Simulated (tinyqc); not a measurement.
Haynes-Shockley experiment: drift, diffusion and decay of a minority-carrier pulse: one step, computed by the program tinyqc. Command: `OMP_NUM_THREADS=1 python tinyqc.py 3110908 3110909 out.jsonl haynes walk`. One thread of a shared host (Intel(R) Xeon(R) Processor @ 2.30GHz), about 0.02 s of CPU time with the checks.

A thin sheet of excess carriers is made at x = 0, t = 0 in a long uniform bar; injection is low, so the pulse moves with the minority mobility.

Task: The signal at the collector. dn(x, t) = N0/sqrt(4 pi D t) exp(-(x - v t)^2/(4 D t) - t/tau). At fixed x the signal peaks where d ln(dn)/dt = 0: a t^2 + t/2 - x^2/(4 D) = 0 with a = v^2/(4 D) + 1/tau. The full width at half maximum is found by solving dn(x, t) = peak/2 on both sides of the peak.

Inputs (values chosen for the exercise, modelled on electrons in p-type germanium in a lightly doped bar):
```
quantity                       value         unit
lifetime tau                     130  microsecond
temperature T                    250            K
distance d to the collector     0.78           cm
injected sheet density N0    1.6e+09       1/cm^2
```

drift velocity v = 113130 cm/s

D = 90.26657 cm^2/s

Give: time of the peak t_p; peak density; width at half maximum.

Result:

time of the peak t_p = 6.887 microsecond

peak density = 1.716e+10 1/cm^3

width at half maximum = 0.7338 microsecond
